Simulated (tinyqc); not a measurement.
## Peak shift with the field

The DLTS signal is S = C(t2) - C(t1), the change of the capacitance transient between two sampling times. Emission rate en = sn vth(T) Nc(T) exp(-Et/kB T) = sn g T^2 exp(-Et/kB T), g = vth Nc/(300 K)^2, as vth goes as T^0.5 and Nc as T^1.5 (degeneracy factor 1). For an exponential transient S peaks where en = ew = ln(t2/t1)/(t2 - t1). A Coulomb centre of charge +q (when empty) in the field F lowers its barrier by dE = sqrt(q F/(pi eps0 eps_r)) along the field. One-dimensional rate: en exp(b), b = dE/kB T; three-dimensional (Hartke): en {[1 + (b - 1) exp(b)]/b^2 + 1/2}. The peak temperatures solve rate = ew.

Inputs (values chosen for the exercise); material values close to those of silicon: relative permittivity eps_r = 11.5; conduction-band density of states at 300 K Nc = 2.78e19 cm^-3; thermal velocity at 300 K vth = 2.2e7 cm/s; depth of the trap below the conduction edge Et = 0.49 eV; capture cross-section sn = 3.1e-14 cm^2; first sampling time t1 = 1 ms; second sampling time t2 = 2.5 ms.

Constants: q = 1.602176634e-19 C, kB = 1.380649e-23 J/K, eps0 = 8.8541878128e-14 F/cm where lengths are in cm. Results are converted to the units shown.

Peak shift with the field:

| F (kV/cm) | dE (meV) | T peak, one-dimensional (K) | T peak, three-dimensional (K) |
|---|---|---|---|
| 1.9 | 9.755 | 235.4 | 238.2 |
| 4.4 | 14.85 | 233.1 | 237.2 |
| 10 | 22.38 | 229.7 | 235.6 |
| 23 | 33.94 | 224.5 | 232.8 |
| 54 | 52.01 | 216.3 | 227.6 |
| 120 | 77.53 | 204.6 | 218.7 |
| 280 | 118.4 | 185.9 | 202.4 |

What does the table show?

dE grows as the square root of F, from 9.76 to 118 meV. The peak, at 239.8 K without field, moves down by 54.0 K (one-dimensional) or 37.4 K (three-dimensional) in the last row. A centre that is neutral when empty has no such long-range lowering, so the shift tells the charge state.

Computed by the program tinyqc: `OMP_NUM_THREADS=1 python tinyqc.py 2050040 2050041 out.jsonl`, one thread of a shared Intel Xeon 2.30GHz, about 0.01 s for the whole run.
